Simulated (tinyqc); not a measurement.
# Changing the junction depth x_j

Model: lateral field, substrate current, probability of reaching the oxide barrier and hot-carrier lifetime of a silicon transistor (pseudo-two-dimensional and lucky-electron models). Computed by tinyqc, a small Python program. Command: `OMP_NUM_THREADS=1 python tinyqc.py 3001083 3001084 out.jsonl hotcar sweep`. One thread of a shared host (Intel(R) Xeon(R) Processor @ 2.30GHz), about 0.01 s of CPU time with the checks.

Local-field models: a lucky carrier gains its energy at the peak field over a path free of collisions. Voltages are magnitudes.

Inputs (values chosen for the exercise, modelled on a silicon n-channel):
```
quantity                                value                      unit
channel length L                          900                        nm
oxide thickness t                          24                        nm
mobility mu                               320                cm^2/(V s)
saturation velocity v_s                  0.79                  1e7 cm/s
threshold voltage V_T                    0.59                         V
gate voltage V_G                            5                         V
drain voltage V_D                         7.8                         V
ionisation prefactor A_i              1.7e+06                      1/cm
ionisation field B_i                     1.76                     MV/cm
hot-carrier mean free path lambda         7.2                        nm
oxide barrier phi_b                       3.1                        eV
interface-trap threshold phi_it           3.8                        eV
lifetime constant H                         4  s microampere/micrometre
length of the depleted extension L_n       81                        nm
```

Drain: lightly doped extension.

Constants: eps_0 = 8.8541878128e-12 F/m.

Method:
- C_ox = 3.9 eps_0/t; F_sat = 2 v_s/mu; V_Dsat = V_ov F_sat L/(V_ov + F_sat L), V_ov = V_G - V_T; I_D/W = C_ox v_s (V_ov - V_Dsat).
- Scale length l = 0.22 t^(1/3) x_j^(1/2) (all in cm); F_m = sqrt(((V_D - V_Dsat)/l_e)^2 + F_sat^2), with l_e = l + L_n; length of the velocity-saturated region l_e ln((V_D - V_Dsat)/(l_e F_sat) + F_m/F_sat).
- Substrate current I_sub/I_D = (A_i/B_i)(V_D - V_Dsat) exp(-B_i/F_m); probability of reaching the oxide barrier exp(-phi_b/(e lambda F_m)); lifetime tau = (H/(I_D/W)) exp(phi_it/(e lambda F_m)).

One run for each value; columns: (1) junction depth x_j (nm); (2) peak field F_m (kV/cm); (3) substrate current I_sub/W (microampere/micrometre); (4) lifetime tau (s); (5) scale length l (nm):
```
(1)     (2)     (3)         (4)     (5)
68   357.44  9.7952  4.1431e+04   76.81
140  296.31  3.5473  8.7123e+05  110.21
200  267.22  1.8580  6.0578e+06  131.73
280  240.97  0.9067  5.2074e+07  155.86
400  214.76  0.3718  7.5421e+08  186.29
570  190.65  0.1319  1.6878e+10  222.38
810  168.80  0.0399  6.0743e+11  265.10
```

Give the missing row, junction depth x_j (nm) = 96.

Computed row; columns: (1) junction depth x_j (nm); (2) peak field F_m (kV/cm); (3) substrate current I_sub/W (microampere/micrometre); (4) lifetime tau (s); (5) scale length l (nm):
```
(1)     (2)     (3)         (4)    (5)
96   328.04  6.3010  1.5556e+05  91.26
```

Interpolating between the two neighbouring rows (the first column on a logarithmic scale, the others too where they are positive) misses most in lifetime tau (s), by 14 %. Over the rows, peak field F_m (kV/cm) falls from 357 to 169 (exponent d ln y / d ln x -0.25 between the first rows and -0.35 between the last); substrate current I_sub/W (microampere/micrometre) falls from 9.80 to 0.0399 (exponent d ln y / d ln x -1.3 between the first rows and -3.4 between the last); lifetime tau (s) rises from 41400 to 6.07e11 (exponent d ln y / d ln x 3.8 between the first rows and 10 between the last).

Caution (rows 400, 570, 810): the saturated region fills most of the channel, so the split into two regions is rough.

Extremes, crossings and ranges named in words are read from the listed rows.
